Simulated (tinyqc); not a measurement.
Along the crystal: crystal pulling from the melt: segregation, interface stability, heat balance and point-defect regime. Computed by tinyqc, a small Python program. Command: `OMP_NUM_THREADS=1 python tinyqc.py 3015297 3015298 out.jsonl pull walk`. One thread of a shared host (Intel(R) Xeon(R) Processor @ 2.30GHz), about 0.01 s of CPU time with the checks.

A dilute solute; steady pulling with a flat interface unless it is found unstable.

Inputs (values chosen for the exercise, for a model semiconductor):
```
quantity                         value          unit
equilibrium coefficient k0       0.022             -
initial melt concentration C0    1e+20        1/cm^3
diffusivity in the melt D      0.00033        cm^2/s
kinematic viscosity nu          0.0035        cm^2/s
crystal rotation                     5           rpm
pull rate V                       0.48        mm/min
gradient in the melt G_L            15          K/cm
solid conductivity k_S            23.5       W/(m K)
melt conductivity k_L             62.5       W/(m K)
latent heat per volume L          4110        J/cm^3
melting point T_m                 1685             K
interface energy gamma            0.38         J/m^2
frozen fraction g                 0.31             -
critical ratio xi_c               0.14  mm^2/(min K)
```

Loss from the melt surface: none.

Constants: k_B = 1.380649e-23 J/K.

Method:
- delta = 1.61 D^(1/3) nu^(1/6) omega^(-1/2), omega = 2 pi rpm/60; k_eff = k0/[k0 + (1 - k0) exp(-V delta/D)] (Burton, Prim and Slichter); the melt at the interface is enriched by k_eff/k0.
- Axial profile: C_s = k_eff C0 (1 - g)^(k_eff - 1); bulk melt C_L = C_s/k_eff. Usable fraction: the g at which C_s has changed by 30 % from its first value (0.99 at most).
- k_S G_S = k_L G_L + L V; the largest rate for this G_S, with G_L = 0, is k_S G_S/L. Voronkov: the crystal grows vacancy-rich if V/G_S > xi_c and interstitial-rich if below; at fixed G_L the neutral rate solves V = xi_c G_S(V).
- Liquidus slope per concentration (van 't Hoff): |m| = k_B T_m^2 (1 - k0)/L. Solute gradient at the interface: G_C = (V/D) C_s (1 - k0)/k0. Constitutional supercooling sets in when |m| G_C > G_L. Critical C_s from the equality.
- Mullins-Sekerka for a thick solute layer: a ripple of wave number w grows if S(w) = -Gam w^2 - G* + |m| G_C (w* - V/D)/(w* - (1 - k0) V/D) > 0, Gam = gamma T_m/L, G* = (k_S G_S + k_L G_L)/(k_S + k_L), w* = V/(2D) + sqrt((V/(2D))^2 + w^2).
- The critical C_s is that at which the maximum of S over w is zero.

k_eff = 0.0253518

critical C_s = 1.49217e+19 1/cm^3

critical C_s, Mullins-Sekerka = 2.55510e+19 1/cm^3

Axial profile:
```
g     C_s (1/cm^3)  C_s/C_s(0)  the same for k0, no loss  C_s over constitutional limit  C_s over Mullins-Sekerka limit
0.00    2.5352e+18       1.000                     1.000                         0.1699                          0.0992
0.20    3.1511e+18       1.243                     1.244                         0.2112                          0.1233
0.40    4.1709e+18       1.645                     1.648                         0.2795                          0.1632
0.60    6.1924e+18       2.443                     2.450                         0.4150                          0.2424
0.75    9.7905e+18       3.862                     3.880                         0.6561                          0.3832
0.85    1.6108e+19       6.354                     6.394                         1.0795                          0.6304
0.92    2.9724e+19      11.725                    11.824                         1.9920                          1.1633
0.97    7.7318e+19      30.498                    30.859                         5.1816                          3.0260
```

What follows from these numbers?

C_s changes by a factor 30.5 up to g = 0.97, against 30.9 for k0 without loss. The constitutional limit is passed from g = 0.85 on, the full limit from g = 0.92 on: from there on the crystal breaks down unless V is cut. Caution: the onset wavelength exceeds the stirred boundary layer, so flow cuts off the solute field assumed in this theory.

Extremes, crossings and ranges named in words are read from the listed rows.
